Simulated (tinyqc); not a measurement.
Small-signal admittance of a forward-biased p+-n diode: two steps of the calculation.

Holes injected into a neutral base of width wb with an ohmic contact at its end; low injection, p0 far above the equilibrium density. A small voltage v exp(i w t), w = 2 pi f, modulates the edge density by p0 v/Vt, and the small-signal density obeys Dp d2p/dx2 = (1/tau + i w) p.

Values chosen for this exercise; permittivity close to that of silicon:
```
symbol,value,unit,meaning
T,300,K,temperature
eps_r,11.7,,relative permittivity
Nd,7.4e16,cm^-3,donor density of the base
Dp,6.8,cm^2/s,hole diffusion coefficient
tau,7e-9,s,hole lifetime
wb,0.89,um,width of the neutral base
p0,1.8e15,cm^-3,excess hole density at the junction edge
Na,1e19,cm^-3,acceptor density of the p+ side
f,7.1e7,Hz,signal frequency
```

Constants: q = 1.602176634e-19 C, kB = 1.380649e-23 J/K, Vt = kB T/q, eps0 = 8.8541878128e-14 F/cm where lengths are in cm. Results are converted to the units shown.

Question 1. Closed-form admittance. L = sqrt(Dp tau); direct current J = (q Dp p0/L) coth(wb/L); k = sqrt(1 + i w tau)/L; diffusion admittance Y = (q Dp p0/Vt) k coth(k wb) = G + i w C_diff; junction capacitance C_j = sqrt(q eps0 eps_r Nd/(2 Vr)) in the depletion approximation, with the remaining barrier Vr = Vt ln(Na/p0), a rough value under forward bias; base-width modulation is left out.

Find: L; J; k wb; Y; C_diff; C_j.

Answer 1.

L = 2.182 um
J = 23.24 A/cm^2
k wb = 0.5967+0.4355i
Y = 904.0+144.2i S/cm^2
C_diff = 0.3232 uF/cm^2
C_j = 0.1660 uF/cm^2

G is 1.01 times its low-frequency value J/Vt, and C_diff is 1.95 times C_j.

Question 2. The same by finite differences. 7 equal intervals, h = wb/7; u = small-signal density over its edge value, u_0 = 1, u_7 = 0; u_(i-1) + b u_i + u_(i+1) = 0 with b = -2 - h^2 (1/tau + i w)/Dp; Y = (q Dp p0/(Vt h)) (-b/2 - u_1), which includes the half box at the edge.

Wanted: b; u; Y on the mesh.

Answer 2.

b = -2.0034-0.0106i

```
node,u
1,0.85013-0.01913i
2,0.70334-0.02932i
3,0.55926-0.03214i
4,0.41741-0.02914i
5,0.27730-0.02181i
6,0.13835-0.01162i
```

Y on the mesh = 904.32+145.79i S/cm^2

Program tinyqc, `OMP_NUM_THREADS=1 python tinyqc.py 2890108 2890109 out.jsonl`; Intel Xeon 2.30GHz, shared host, one thread, about 0.01 s.
